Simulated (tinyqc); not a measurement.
Inside a calculation. Method: inverse iteration on a symmetric matrix. Computed by tinyqc, a small Python program that keeps every step. Settings: method = inverse, shift = 0.37. Command: `OMP_NUM_THREADS=1 python tinyqc.py 31140 31141 out.jsonl` (the two numbers bound the seeds that draw the settings). One thread of a shared host (Intel(R) Xeon(R) Processor @ 2.60GHz), about 0.01 s of CPU time with the checks.

## Step 1

A:
```
[[0.455000, -0.245000, -0.770000, 0.208000],
 [-0.245000, 0.496000, -0.674000, -0.230000],
 [-0.770000, -0.674000, 0.723000, -1.069000],
 [0.208000, -0.230000, -1.069000, 1.700000]]
```

vector v at the start: [0.500000, 0.500000, 0.500000, 0.500000]

shift = 0.370000

solve (A - shift) w = v; v' = w/|w| with its largest component positive (the first on a tie); lambda = v'^T A v'.

vector after step 1: [0.531093, 0.436708, 0.715002, 0.126480]

Rayleigh quotient after step 1 = -0.690412

## Step 2

As before.

vector after step 2: [-0.077723, 0.619308, 0.595218, 0.506096]

Rayleigh quotient after step 2 = -0.322100

## Course of the iteration

Stop when the residual |A v - lambda v| is below 1e-9.

Steps:
```
step       lambda  residual
1     -0.69041177  5.00e-01
2     -0.32210038  6.69e-01
3      0.49440209  3.62e-01
4      0.59199361  7.64e-02
5      0.59605355  1.51e-02
6      0.59620905  2.98e-03
7      0.59621484  5.95e-04
8      0.59621503  1.24e-04
9      0.59621504  2.87e-05
10     0.59621504  7.91e-06
11     0.59621504  2.56e-06
12     0.59621504  8.98e-07
13     0.59621504  3.24e-07
14     0.59621504  1.18e-07
15     0.59621504  4.33e-08
16     0.59621504  1.58e-08
17     0.59621504  5.79e-09
18     0.59621504  2.12e-09
19     0.59621504  7.76e-10
```

all eigenvalues, for comparison: [-0.782118, 0.596215, 0.987997, 2.571907]

Converged in 19 steps.
